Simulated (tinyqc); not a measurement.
# Electron density from the centroid

Inverse problem. In the Fang-Howard model the centroid is 3/b with b^3 = 6 (mz1/C) q (Nd + 11 Ns/32)/(eps0 eps_r), C = hbar^2/(2 m0), the field in eV/nm. Find b and Ns.

Parameters, values chosen for the exercise; masses and permittivity close to those of silicon (111): relative permittivity eps_r = 11.5; mass along z of valley set A (6 valley(s)) mz1 = 0.261 m0; sheet density of depletion charge Nd = 5e11 cm^-2.

Constants: q = 1.602176634e-19 C, hbar = 1.054571817e-34 J s, m0 = 9.1093837015e-31 kg, eps0 = 8.8541878128e-14 F/cm where lengths are in cm, hbar^2/(2 m0) = 0.0380998212 eV nm^2. Results are converted to the units shown.

centroid = 2.1968657 nm

Answer. b = 3/centroid gives Nd + 11 Ns/32, from which the depletion charge is taken off.

b = 1.37 1/nm
Ns = 1.00e13 cm^-2

tinyqc, about 0.7 s, one thread, Intel Xeon 2.30GHz (shared host): `OMP_NUM_THREADS=1 python tinyqc.py 2160117 2160118 out.jsonl`
